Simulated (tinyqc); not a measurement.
Sheet resistance and Hall data of a diffused or implanted layer. From sheet resistance R_s back to solubility limit N_s. Computed by tinyqc, a small Python program. Command: `OMP_NUM_THREADS=1 python tinyqc.py 3009881 3009882 out.jsonl layer inv`. One thread of a shared host (Intel(R) Xeon(R) Processor @ 2.30GHz), about 0.1 s of CPU time with the checks.

Carriers are taken equal to the net active doping down to the junction (full ionisation, which deep dopants in wide-gap hosts do not reach; no spill-over, no depletion), and the Hall factor is 1.

Inputs (values chosen for the exercise, modelled on donors in germanium):
```
quantity,value,unit
mu_min,305,cm^2/(V s)
mu_max,3970,cm^2/(V s)
N_ref,1.1e+17,1/cm^3
exponent alpha,0.55,-
peak concentration N_0,1e+20,1/cm^3
length scale l,240,nm
background doping N_B (opposite type),4.6e+14,1/cm^3
```

Profile: complementary error function. Activation: limited by solubility.

Constants: e = 1.602176634e-19 C.

Method:
- N(x) = N_0 erfc(x/l), dose N_0 l/sqrt(pi), junction x_j = l erfc^-1(N_B/N_0).
- Mobility mu = mu_min + (mu_max - mu_min)/(1 + (N_t/N_ref)^alpha), N_t = active doping + N_B; carriers n = active doping - N_B, active doping min(N, N_s).
- Integrals from x_0 (0 unless stated) to x_j by the midpoint rule on 400 even intervals: 1/R_s = e int n mu dx; sheet density n_s = int n dx; Hall sheet density (int n mu dx)^2/int n mu^2 dx; Hall mobility int n mu^2 dx/int n mu dx.
- Mean conductivity 1/(R_s x_j); mean mobility 1/(e n_s R_s).

Question. A run gave the result below. Find the solubility limit N_s, known to lie between 4.5e+19 and 8.6e+19 1/cm^3.

sheet resistance R_s = 11.92405 ohm

Answer.

Each step takes the trial c = (a f_b - b f_a)/(f_b - f_a), f being the result less the target and a, b, c the logarithms of the listed values; c replaces end b, the old b replaces a if the sign of f changed, and otherwise f_a is halved.

Scan of the range:
```
solubility limit N_s (1/cm^3),sheet resistance R_s (ohm)
4.50e+19,12.9156
5.01e+19,12.3413
5.58e+19,11.8283
6.22e+19,11.3772
6.93e+19,10.9974
7.72e+19,10.6939
8.60e+19,10.4761
```

False position (Illinois rule, in the logarithm of the input) inside the bracket:
```
step,end a,end b,trial,sheet resistance R_s (ohm)
1,5.01000e+19,5.58000e+19,5.46888e+19,11.9191
2,5.01000e+19,5.46888e+19,5.45776e+19,11.9285
3,5.46888e+19,5.45776e+19,5.46300e+19,11.9241
4,5.46888e+19,5.46300e+19,5.46300e+19,11.9240
5,5.46300e+19,5.46300e+19,5.46300e+19,11.9240
```

Sheet resistance R_s falls at every point of a 13-point scan of the range (every second point is shown), so one value fits; it is bracketed by 5.01e19 and 5.58e19. Answer: solubility limit N_s = 5.463e19 1/cm^3.
